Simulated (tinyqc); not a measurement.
Resonant-tunnelling diode, transfer matrices and Tsu-Esaki current: two steps of the calculation.

Emitter (band edge 0), barrier d1, well Lw, barrier d2, collector (edge -V). The bias drops linearly over these layers and none in the contacts; each layer is cut into ns equal slices, flat at the value of their centres. E is the energy of motion across the layers, C = hbar^2/(2 m0), psi and psi'/m are continuous. Transport is coherent, T(E) is taken as independent of the transverse momentum, and charge in the well is ignored.

Values chosen for this exercise; masses and offsets of a made-up heterostructure:
- T = 200 K (temperature)
- mw = 0.26 m0 (mass in the well, spacer and contacts)
- U1 = 0.48 eV (barrier height)
- m1 = 0.28 m0 (barrier mass)
- d1 = 1.2 nm (emitter barrier)
- Lw = 1.5 nm (well width)
- d2 = 1.2 nm (collector barrier)
- ns = 4 (slices in each layer)
- Ef = 0.17 eV (Fermi energy of both contacts above their band edges)
- V = 0.21 V (bias of the collector)

Constants: q = 1.602176634e-19 C, kB = 1.380649e-23 J/K, hbar = 1.054571817e-34 J s, m0 = 9.1093837015e-31 kg, Vt = kB T/q. Results are converted to the units shown.

Task 1. Slices under bias. U = edge of the layer - V x/Lt at the centre x of each slice, Lt the summed thickness.

Wanted: U; m; width.

Result 1.

```
slice,U (eV),m (m0),width (nm)
0,0.47192,0.28,0.30000
1,0.45577,0.28,0.30000
2,0.43962,0.28,0.30000
3,0.42346,0.28,0.30000
4,-0.07471,0.26,0.37500
5,-0.09490,0.26,0.37500
6,-0.11510,0.26,0.37500
7,-0.13529,0.26,0.37500
8,0.32654,0.28,0.30000
9,0.31038,0.28,0.30000
10,0.29423,0.28,0.30000
11,0.27808,0.28,0.30000
```

Task 2. Current from the resonance alone. J = J0 times the integral over E > 0 of T(E) N(E), N = ln[(1 + exp((Ef - E)/Vt))/(1 + exp((Ef - V - E)/Vt))], J0 = q^2 mw m0 kB T/(2 pi^2 hbar^3) (times 1e-4 for A/cm^2 per eV). For a sharp resonance J = J0 (pi G/2) Tp N(Er), with Er the peak energy, Tp the peak transmission and G the full width at half maximum (in eV). The three values given are estimates from a parabola through three points of 1/T(E).

Er = 0.086570874 eV
Tp = 0.68912925
G = 15.308305 meV

Give: J0; N(Er); J.

Result 2.

J0 = 7.252e7 A/(cm^2 eV)
N(Er) = 4.848
J = 5826 kA/cm^2

The full integral over T(E) gives 5311 kA/cm^2; the value above is 9.7 % above it.

Program tinyqc, `OMP_NUM_THREADS=1 python tinyqc.py 2600125 2600126 out.jsonl`; Intel Xeon 2.30GHz, shared host, one thread, about 0.6 s.
